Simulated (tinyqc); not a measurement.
Speciation in dilute and buffered hydrofluoric acid, oxide etch rate and bath loading. From one set of inputs to another, one input at a time. Computed by tinyqc, a small Python program. Command: `OMP_NUM_THREADS=1 python tinyqc.py 3120939 3120940 out.jsonl hfetch ladder`. One thread of a shared host (Intel(R) Xeon(R) Processor @ 2.30GHz), about 0.01 s of CPU time with the checks.

Concentrations stand for activities, NH4+ and Cl- are spectators, and water ionisation is neglected. H, F and HF2 denote the ions H+, F- and HF2-. The base temperature is 298 K.

The inputs printed are set A. Inputs not listed in the table keep their values of set A, so the rows need not describe a real material.

Inputs (values chosen for the exercise, of the order of those for thermal oxide at room temperature):
```
quantity                            value            unit
HF added                             0.64           mol/L
NH4F added                           0.22           mol/L
HCl added                               0           mol/L
K1 = [H][F]/[HF]                 0.000747           mol/L
K2 = [HF2]/([HF][F])                 3.43           L/mol
K3 = [H2F2]/[HF]^2                   2.73           L/mol
rate constant of neutral HF k_a        14  nm L/(min mol)
rate constant of HF2 k_b               52  nm L/(min mol)
activation energy                    0.42              eV
temperature error                     2.4               K
oxide removed per wafer               1.5              nm
```

Constants: k_B = 8.617333262e-05 eV/K.

Method:
- Fluoride balance: [HF] + [F] + 2 [HF2] + 2 [H2F2] = HF added + NH4F added. Acid balance: [H] + [HF] + [HF2] + 2 [H2F2] = HF added + HCl added. For a trial [H], [HF] = [H][F]/K1, and the fluoride balance is a quadratic in [F].
- The root is refined to 1e-13 in pH = -log10 [H].
- Rate = k_a ([HF] + 2 [H2F2]) + k_b [HF2], an empirical two-term form.
- Time = oxide/rate; a temperature error changes the rate by exp((E_a/k_B)(1/298 - 1/(298 + error))) - 1.

Each row keeps all changes above it:
```
input moved                                           from        to     pH  etch rate (nm/min)  share of HF2 in the rate (%)
set A                                                    -         -  2.842               12.70                         40.54
rate constant of HF2 k_b (nm L/(min mol))               52        48  2.842               12.31                         38.62
HF added (mol/L)                                      0.64       2.1  2.327               34.21                         20.11
rate constant of neutral HF k_a (nm L/(min mol))        14        17  2.327               40.06                         17.17
NH4F added (mol/L)                                    0.22         0  1.478               35.80                          2.87
K2 = [HF2]/([HF][F]) (L/mol)                          3.43      3.49  1.476               35.80                          2.90
K1 = [H][F]/[HF] (mol/L)                          0.000747  0.000701  1.489               35.80                          2.82
K3 = [H2F2]/[HF]^2 (L/mol)                            2.73      2.78  1.492               35.80                          2.79
```

Which inputs carry the difference?

pH goes from 2.84 to 1.49, a factor 0.525 in all. The largest single move comes from NH4F added (a factor 0.635). Etch rate goes from 12.7 to 35.8, a factor 2.82 in all. The largest single move comes from HF added (a factor 2.78), and NH4F added works against it (a factor 0.894). Share of HF2 in the rate goes from 40.5 to 2.79, a factor 0.0688 in all. The largest single move comes from NH4F added (a factor 0.167). The single moves hold for this order of the switches; the total does not depend on the order.

Extremes, crossings and ranges named in words are read from the listed rows.
